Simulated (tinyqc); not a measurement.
Trap density from the leakage.

Problem. Trap-assisted leakage is J = q Nt times the integral over x of the rate through one trap. Find Nt, the areal density Nt t and the mean in-plane spacing (Nt t)^(-1/2).

Inputs (values chosen for the exercise):
```
symbol  value  unit    meaning
t         5.3    nm  thickness
```

Constants: q = 1.602176634e-19 C. Results are converted to the units shown.

J = 7.5928875e-8 A/cm^2
integral of the rate over x = 43.082797 nm/s

Solution. J is proportional to Nt.

Nt = 1.10e17 cm^-3
Nt t = 5.83e10 cm^-2
in-plane spacing = 41.4 nm

Numbers from tinyqc (`OMP_NUM_THREADS=1 python tinyqc.py 2370054 2370055 out.jsonl`; about 0.04 s on one thread of a shared Intel Xeon 2.30GHz).
